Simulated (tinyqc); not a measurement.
From results back to parameters: defect, radiative and Auger recombination at equal electron and hole densities (ABC model).

Problem. The peak efficiency, the current at the peak and the differential lifetime there, tau_p = 1/(Ae + 2 B n_p + 3 C n_p^2), are given; Ae, B and C are hidden. n_p = sqrt(Ae/C), Q = B/sqrt(Ae C), IQE_max = Q/(Q + 2).

J/(e d) = Ae n + B n^2 + C n^3 with Ae = A + 4 S/w (four side walls, carriers spread evenly), e = 1.602176634e-19 C, lengths in cm; internal efficiency IQE = B n^2/(Ae n + B n^2 + C n^3); all injected carriers recombine in the layer.

Values chosen for the exercise (out of a larger set: orders of magnitude like those quoted for Si; not measured data): d = 180000 nm (active thickness).

IQE_max = 0.0275587
J at the peak = 0.741062 A/cm^2
tau_p = 62336.0 ns

Find: Q; Ae; n_p; B; C.

Solution. Q = 2 IQE/(1 - IQE). At the peak B n = Q Ae and C n^2 = Ae, so 1/tau_p = Ae (4 + 2Q) and J = e d Ae n_p (2 + Q); B and C follow.

Q = 0.0567
Ae = 3.90e+03 1/s
n_p = 3.20e+16 1/cm^3
B = 6.9e-15 cm^3/s
C = 3.8e-30 cm^6/s

Run: tinyqc, `OMP_NUM_THREADS=1 python tinyqc.py 1651532 1651533 out.jsonl`; Intel(R) Xeon(R) Processor @ 2.30GHz, one thread, shared host; about 0.01 s of CPU time with all checks.
